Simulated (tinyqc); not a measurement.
Strength against creep resistance: grain growth, pinning, strength and diffusional creep of a polycrystal or thin film. Computed by tinyqc, a small Python program. Command: `OMP_NUM_THREADS=1 python tinyqc.py 3000624 3000625 out.jsonl grain walk`. One thread of a shared host (Intel(R) Xeon(R) Processor @ 2.30GHz), about 0.01 s of CPU time with the checks.

One mean grain size d describes the structure.

Inputs (values chosen for the exercise, for a model solid):

| quantity | value | unit |
|---|---|---|
| atomic volume Omega | 15.85 | angstrom^3 |
| boundary energy gamma | 1.4 | J/m^2 |
| mobility prefactor M0 | 2.6e-06 | m^4/(J s) |
| activation energy of boundary motion Q_m | 5.44 | eV |
| anneal temperature T | 1793 | K |
| anneal time t | 30000 | s |
| initial grain size d0 | 18 | nm |
| particle volume fraction f | 0.01 | - |
| particle radius r | 19 | nm |
| Hall-Petch slope k_y | 0.9 | MPa m^0.5 |
| lattice diffusion energy Q_l | 4.84 | eV |
| boundary diffusion energy Q_b | 4.04 | eV |
| lattice prefactor D0 | 1.7e-05 | m^2/s |
| boundary prefactor delta D0b | 2.8e-15 | m^3/s |
| applied stress sigma | 59 | MPa |
| service temperature T_c | 1059 | K |

Sample: bulk.

Constants: k_B = 8.617333262e-05 eV/K; k_B = 1.380649e-23 J/K.

Method:
- M = M0 exp(-Q_m/(k_B T)). The driving pressure is 2 gamma/d. Zener pinning pressure 3 f gamma/(2 r) stops growth at d_Z = 4 r/(3 f). The limit is d_lim = d_Z.
- dd/dt = 2 M gamma (1/d - 1/d_lim) integrates to 2 M gamma t = d_lim (d0 - d) + d_lim^2 ln[(d_lim - d0)/(d_lim - d)]; without pinning d^2 = d0^2 + 4 M gamma t.
- Nabarro-Herring rate = 14 sigma Omega D_l/(k_B T d^2), D_l = D0 exp(-Q_l/(k_B T)); Coble rate = 14 pi sigma Omega delta D_b/(k_B T d^3), delta D_b = delta D0b exp(-Q_b/(k_B T)); they are equal at d_x = pi delta D_b/D_l.
- Hall-Petch term k_y/sqrt(d).

crossover size d_x = 3.31938 micrometre

At T_c and sigma:

| d (nm) | Hall-Petch term (MPa) | Nabarro-Herring (1/s) | Coble (1/s) | time to 1 % (s) |
|---|---|---|---|---|
| 30 | 5196.2 | 1.5656e-13 | 1.7323e-11 | 5.7209e+08 |
| 100 | 2846.0 | 1.4091e-14 | 4.6772e-13 | 2.0755e+10 |
| 300 | 1643.2 | 1.5656e-15 | 1.7323e-14 | 5.2942e+11 |
| 1000 | 900.0 | 1.4091e-16 | 4.6772e-16 | 1.6430e+13 |
| 3000 | 519.6 | 1.5656e-17 | 1.7323e-17 | 3.0322e+14 |
| 10000 | 284.6 | 1.4091e-18 | 4.6772e-19 | 5.3282e+15 |
| 100000 | 90.0 | 1.4091e-20 | 4.6772e-22 | 6.8689e+17 |

What does the comparison show, and why?

From 100 micrometre to 30 nm grains the Hall-Petch term grows 58 times, while the time to 1 % strain shrinks by 9.1 decades. Coble creep rules in 5 of the seven rows (d_x = 3.3 micrometre). Fine grains resist slip but creep fast. The Hall-Petch value at 30 nm is at the edge of that law.

Extremes, crossings and ranges named in words are read from the listed rows.
